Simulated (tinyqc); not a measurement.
Bond-orbital model of a tetrahedral semiconductor (Harrison's universal couplings): one step. Metallicity and a gap from the bond picture. The numbers come from values chosen for the exercise (near tabulated values for ZnSe; the model gives trends, and its gaps can be far from the real ones).

Hybrid level eh = (es + 3 ep)/4; metallic energy V1 = (ep - es)/4 for each atom; covalent energy V2 = 3.22 hbar^2/(m d^2); polar energy V3 = (ehc - eha)/2; hbar^2/m = 2c, c = hbar^2/2m0. Polarity ap = V3/sqrt(V2^2 + V3^2), covalency ac = V2/sqrt(V2^2 + V3^2). p-p coupling at Gamma Exx = (4/3)(2.22 - 2 x 0.63) hbar^2/(m d^2) = 1.28 hbar^2/(m d^2), s-s coupling Ess = 4 x 1.32 hbar^2/(m d^2).

V1 (eV): cation 0.965000, anion 2.985000

V2, V3 (eV): 4.054512  4.330000

ap = 0.729946

Question. Neighbouring bonds couple through V1: averaged V1b = V1c (1 - ap)/2 + V1a (1 + ap)/2 for the bond band and V1x = V1c (1 + ap)/2 + V1a (1 - ap)/2 for the antibond band. The top of the bond band lies V1b above the bond level and the bottom of the antibond band 3 V1x below the antibond level, so the gap is 2 sqrt(V2^2 + V3^2) - V1b - 3 V1x; metallicity am = (V1b + 3 V1x)/(2 sqrt(V2^2 + V3^2)).

Give: V1b, V1x; gap; am.

Answer.

V1b, V1x (eV): 2.7122  1.2378

gap = 5.438 eV
am = 0.542

The gap closes where am reaches one. The model gives trends; its gap can miss the real one by a factor of two to five, most in ratio for narrow gaps and most in eV for first-row compounds.

Program tinyqc; command `OMP_NUM_THREADS=1 python tinyqc.py 1452142 1452143 out.jsonl`; about 0.01 s on one thread of a shared Intel(R) Xeon(R) Processor @ 2.30GHz.
